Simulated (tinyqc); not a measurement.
Nuclear against electronic stopping over energy: ion implantation: universal nuclear stopping, Lindhard-Scharff electronic stopping and a Gaussian range profile. Computed by tinyqc, a small Python program. Command: `OMP_NUM_THREADS=1 python tinyqc.py 3007994 3007995 out.jsonl implant walk`. One thread of a shared host (Intel(R) Xeon(R) Processor @ 2.30GHz), about 0.06 s of CPU time with the checks.

An ion slows by elastic collisions with screened nuclei and by friction with electrons; channelling is ignored and the target is uniform.

Inputs (values chosen for the exercise, modelled on indium ions in silicon):

| quantity | value | unit |
|---|---|---|
| ion atomic number Z1 | 49 | - |
| ion mass M1 | 115 | u |
| target atomic number Z2 | 14 | - |
| target mass M2 | 28.09 | u |
| target density N | 49.94 | 1/nm^3 |
| scale factor of electronic stopping k | 0.92 | - |

Method:
- Reduced energy eps = 32.53 M2 E/(Z1 Z2 (M1 + M2)(Z1^0.23 + Z2^0.23)), E in keV; s_n = ln(1 + 1.1383 eps)/(2 (eps + 0.01321 eps^0.21226 + 0.19593 eps^0.5)) for eps up to 30 and ln(eps)/(2 eps) above; S_n = 8.462 Z1 Z2 M1 s_n/((M1 + M2)(Z1^0.23 + Z2^0.23)) in 1e-15 eV cm^2.
- S_e = k 3.83 Z1^(7/6) Z2/(Z1^(2/3) + Z2^(2/3))^(3/2) sqrt(E/M1) in 1e-15 eV cm^2, E in keV.
- Path length R = int_0^E dE'/(N (S_n + S_e)); energy lost to nuclei nu = int_0^E S_n/(S_n + S_e) dE' (both with E' = E y^3 and 64 Gauss-Legendre points in y).

Stopping (1e-15 eV cm^2) and range:

| E (keV) | eps | S_n | S_e | R (nm) | nu/E |
|---|---|---|---|---|---|
| 1 | 2.1737e-03 | 90.32 | 5.13 | 5.05 | 0.94390 |
| 2 | 4.3474e-03 | 125.47 | 7.25 | 6.80 | 0.94491 |
| 5 | 1.0869e-02 | 184.23 | 11.46 | 10.42 | 0.94401 |
| 10 | 2.1737e-02 | 235.70 | 16.21 | 14.86 | 0.94123 |
| 20 | 4.3474e-02 | 288.75 | 22.92 | 21.91 | 0.93605 |
| 50 | 1.0869e-01 | 350.00 | 36.24 | 38.87 | 0.92386 |
| 100 | 2.1737e-01 | 378.37 | 51.25 | 63.20 | 0.90840 |
| 200 | 4.3474e-01 | 380.85 | 72.48 | 108.24 | 0.88404 |
| 500 | 1.0869e+00 | 336.20 | 114.61 | 240.37 | 0.82804 |

Nuclear stopping peaks near 200 keV among these rows (eps = 0.43; the universal curve peaks near 0.3). Nuclear stopping leads throughout. The path length grows as E^0.43 at the low end and E^0.87 at the high end; constant stopping would give E^1, and stopping that rises with E, be it nuclear (below its peak) or electronic, gives a lower exponent.

Extremes, crossings and ranges named in words are read from the listed rows.
